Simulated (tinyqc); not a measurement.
Two-diode model of a solar cell: one step of the calculation.

J is the current delivered and Vj = V + J Rs the junction voltage. J = X JL - J01 (exp(Vj/(n1 Vt)) - 1) - J02 (exp(Vj/(2 Vt)) - 1) - Vj/Rp. The photocurrent does not depend on voltage.

Problem. Figures of merit. Jsc at V = 0, Voc at J = 0, the maximum power point where J (1 + 2 Rs G) = G Vj with G = -dJ/dVj; FF = Vmp Jmp/(Voc Jsc); efficiency Vmp Jmp/(X Pin). Empirical fill factor without parasitics FF0 = (v - ln(v + 0.72))/(v + 1), v = Voc/(n1 Vt).

Inputs (values chosen for the exercise); values of the order met in cells of cadmium telluride: temperature T = 298.15 K; photocurrent at one sun JL = 27.6 mA/cm^2; concentration X = 50 suns; saturation current of the first diode J01 = 8.7e-17 A/cm^2; ideality factor of the first diode n1 = 1; series resistance Rs = 0 ohm cm^2; shunt resistance Rp = 5000 ohm cm^2; incident power at one sun Pin = 100 mW/cm^2; saturation current of the second diode (ideality 2) J02 = 2.5e-10 A/cm^2.

Constants: q = 1.602176634e-19 C, kB = 1.380649e-23 J/K, Vt = kB T/q. Results are converted to the units shown.

Give: Jsc; Voc; Vmp; Jmp; FF; efficiency; FF0.

Solution.

Jsc = 1380.0 mA/cm^2
Voc = 0.95781 V
Vmp = 0.86551 V
Jmp = 1337.5 mA/cm^2
FF = 0.87583
efficiency = 23.153 %
FF0 = 0.87885

FF is 0.34 % below FF0. Removing one loss at a time changes the efficiency by: second diode +0.09, shunt +0.00 points.

Computed by the program tinyqc: `OMP_NUM_THREADS=1 python tinyqc.py 2280114 2280115 out.jsonl`, one thread of a shared Intel Xeon 2.30GHz, about 0.01 s for the whole run.
